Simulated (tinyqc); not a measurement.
Permeation of metal atoms or ions through a thin barrier or dielectric: time lag, field-aided drift and lifetime. From one set of inputs to another, one input at a time. Computed by tinyqc, a small Python program. Command: `OMP_NUM_THREADS=1 python tinyqc.py 3017952 3017953 out.jsonl barrier ladder`. One thread of a shared host (Intel(R) Xeon(R) Processor @ 2.30GHz), about 0.02 s of CPU time with the checks.

The film 0 < x < d is empty at first; C = C0 at x = 0 and C = 0 at x = d. dC/dt = D d2C/dx2.

The inputs printed are set A. Inputs not listed in the table keep their values of set A, so the rows need not describe a real material.

Inputs (values chosen for the exercise, for a model case: neutral metal atoms through a barrier): thickness d = 5.6 nm; prefactor D0 = 4e-07 cm^2/s; activation energy E = 1.37 eV; concentration at the source side C0 = 1.1e+19 1/cm^3; charge number z = 0; voltage V (positive drives ions across) = 0 V; critical dose Q_c = 5e+10 1/cm^2; test temperature T = 300 C; use temperature T_u = 70 C.

Constants: k_B = 8.617333262e-05 eV/K.

Method:
- D = D0 exp(-E/(k_B T)); time scale d^2/D; Peclet number P = z V/(k_B T), k_B T in eV; 1 nm = 1e-7 cm.
- Temperatures in kelvin are T(C) + 273.15.
- Steady flux J = (D C0/d) P/(1 - exp(-P)); time lag in units of d^2/D: s_L = [P (1 + exp(-P))/(1 - exp(-P)) - 2]/P^2 (P = 0: J = D C0/d, s_L = 1/6).
- Dose through the film Q(s) = C0 d {f (s - s_L) - 2 exp(P/2) sum_(n=1..200) (-1)^n n^2 pi^2 exp(-l_n s)/l_n^2}, l_n = n^2 pi^2 + P^2/4, f = P/(1 - exp(-P)) the relative flux.
- Solve Q = Q_c for s. At the use temperature D and P take T_u, with the same C0 and V; 1 year = 3.15576e7 s.

Each row keeps all changes above it:
```
input moved                                                from              to  failure time at T (s)  failure time at T_u (years)  time lag (s)
set A                                                         -               -             8.7961e+04                   3.3078e+05    1.4546e+05
concentration at the source side C0 (1/cm^3)            1.1e+19         3.7e+14             2.1075e+08                   7.9254e+08    1.4546e+05
thickness d (nm)                                            5.6              16             6.0292e+08                   2.2673e+09    1.1874e+06
prefactor D0 (cm^2/s) and activation energy E (eV)  4e-07, 1.37  4.8e-11, 0.756             2.0050e+07                   1.8140e+04    3.9486e+04
critical dose Q_c (1/cm^2)                                5e+10        20000000             3.7409e+04                   3.3846e+01    3.9486e+04
```

Failure time at T goes from 88000 to 37400, a factor 0.425 in all. The largest single move comes from concentration at the source side C0 (a factor 2400), but it runs against the net change; the largest move in the direction of the net change is critical dose Q_c (a factor 0.00187). Failure time at T_u goes from 331000 to 33.8, a factor 1.02e-4 in all. The largest single move comes from prefactor D0 with activation energy E (a factor 8.00e-6), and concentration at the source side C0 works against it (a factor 2400). Time lag goes from 145000 to 39500, a factor 0.271 in all. The largest single move comes from prefactor D0 with activation energy E (a factor 0.0333), and thickness d works against it (a factor 8.16). The single moves hold for this order of the switches; the total does not depend on the order.

Caution (all rows): grain boundaries, pinholes, trapping and space charge are left out; thin real barriers usually fail at defects. Caution (rows prefactor D0, critical dose Q_c): a prefactor D0 below 1e-9 cm^2/s is far smaller than atomic jumps suggest; it only fixes the time scale here.

Extremes, crossings and ranges named in words are read from the listed rows.
